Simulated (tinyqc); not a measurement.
Inside a calculation. Method: Hueckel theory of the pi electrons, for the molecule C1=CC2=CC=CC2=C1 (SMILES; centres numbered as the heavy atoms are written). Computed by tinyqc, a small Python program that keeps every step. Settings: charge = 0. Command: `OMP_NUM_THREADS=1 python tinyqc.py 30760 30761 out.jsonl` (the two numbers bound the seeds that draw the settings). One thread of a shared host (Intel(R) Xeon(R) Processor @ 2.60GHz), about 0.01 s of CPU time with the checks.

## The Hueckel matrix

Centres:
```
centre  z_r, pi electrons of the neutral centre         h
1C                                            1  0.000000
2C                                            1  0.000000
3C                                            1  0.000000
4C                                            1  0.000000
5C                                            1  0.000000
6C                                            1  0.000000
7C                                            1  0.000000
8C                                            1  0.000000
```

Bonds:
```
i  j  k
1  2  1
2  3  1
3  4  1
4  5  1
5  6  1
6  7  1
7  8  1
8  1  1
7  3  1
```

H_rr = alpha + h_r beta, H_rs = k_rs beta for bonded centres.

Hueckel matrix in units of beta (H = alpha + beta A):
```
          1C        2C        3C        4C        5C        6C        7C        8C
1C  0.000000  1.000000  0.000000  0.000000  0.000000  0.000000  0.000000  1.000000
2C  1.000000  0.000000  1.000000  0.000000  0.000000  0.000000  0.000000  0.000000
3C  0.000000  1.000000  0.000000  1.000000  0.000000  0.000000  1.000000  0.000000
4C  0.000000  0.000000  1.000000  0.000000  1.000000  0.000000  0.000000  0.000000
5C  0.000000  0.000000  0.000000  1.000000  0.000000  1.000000  0.000000  0.000000
6C  0.000000  0.000000  0.000000  0.000000  1.000000  0.000000  1.000000  0.000000
7C  0.000000  0.000000  1.000000  0.000000  0.000000  1.000000  0.000000  1.000000
8C  1.000000  0.000000  0.000000  0.000000  0.000000  0.000000  1.000000  0.000000
```

## Orbitals

pi electrons, sum of z_r less the charge = 8

Diagonalise; E = alpha + x beta with beta < 0, so the largest x are filled first; degenerate levels share their electrons. P = sum n_i c_ri c_si; each orbital has its largest coefficient positive (the first on a tie).

x values: 2.342923  1.414214  1.000000  0.470683  0.000000  -1.414214  -1.813607  -2.000000

occupations: 2.000000  2.000000  2.000000  2.000000  0.000000  0.000000  0.000000  0.000000

coefficients:
```
         MO1        MO2        MO3        MO4        MO5        MO6        MO7        MO8
1C  0.271394   0.500000   0.000000   0.512787   0.000000   0.500000   0.404221   0.000000
2C  0.317928   0.353553   0.408248   0.120680   0.500000  -0.353553  -0.366549  -0.288675
3C  0.473486   0.000000   0.408248  -0.455985   0.000000   0.000000   0.260555   0.577350
4C  0.317928  -0.353553   0.408248   0.120680  -0.500000   0.353553  -0.366549  -0.288675
5C  0.271394  -0.500000   0.000000   0.512787   0.000000  -0.500000   0.404221   0.000000
6C  0.317928  -0.353553  -0.408248   0.120680   0.500000   0.353553  -0.366549   0.288675
7C  0.473486   0.000000  -0.408248  -0.455985   0.000000   0.000000   0.260555  -0.577350
8C  0.317928   0.353553  -0.408248   0.120680  -0.500000  -0.353553  -0.366549   0.288675
```

charge and bond-order matrix P:
```
           1C         2C         3C         4C         5C         6C         7C         8C
1C   1.173210   0.649887  -0.210643  -0.057220   0.173210  -0.057220  -0.210643   0.649887
2C   0.649887   0.814617   0.524345   0.314617  -0.057220  -0.352050  -0.142321   0.147950
3C  -0.210643   0.524345   1.197556   0.524345  -0.210643  -0.142321   0.530889  -0.142321
4C  -0.057220   0.314617   0.524345   0.814617   0.649887   0.147950  -0.142321  -0.352050
5C   0.173210  -0.057220  -0.210643   0.649887   1.173210   0.649887  -0.210643  -0.057220
6C  -0.057220  -0.352050  -0.142321   0.147950   0.649887   0.814617   0.524345   0.314617
7C  -0.210643  -0.142321   0.530889  -0.142321  -0.210643   0.524345   1.197556   0.524345
8C   0.649887   0.147950  -0.142321  -0.352050  -0.057220   0.314617   0.524345   0.814617
```

## Energy, charges, bond orders

E = sum n x; q_r = z_r - P_rr; bond order p = P_rs; free valence = sqrt(3) - sum of p over the bonds of the atom.

pi energy = 8 alpha + this times beta = 10.455640

pi charges: 1C -0.173210, 2C 0.185383, 3C -0.197556, 4C 0.185383, 5C -0.173210, 6C 0.185383, 7C -0.197556, 8C 0.185383

Bond orders and lengths from R = 1.517 - 0.180 p (angstrom, C-C alone):
```
bond         p         R
1-2   0.649887  1.400020
2-3   0.524345  1.422618
3-4   0.524345  1.422618
4-5   0.649887  1.400020
5-6   0.649887  1.400020
6-7   0.524345  1.422618
7-8   0.524345  1.422618
8-1   0.649887  1.400020
7-3   0.530889  1.421440
```

free valence of the carbons: 1C 0.432276, 2C 0.557818, 3C 0.152471, 4C 0.557818, 5C 0.432276, 6C 0.557818, 7C 0.152471, 8C 0.557818

gap between the highest filled and the next level = 0.470683 |beta|
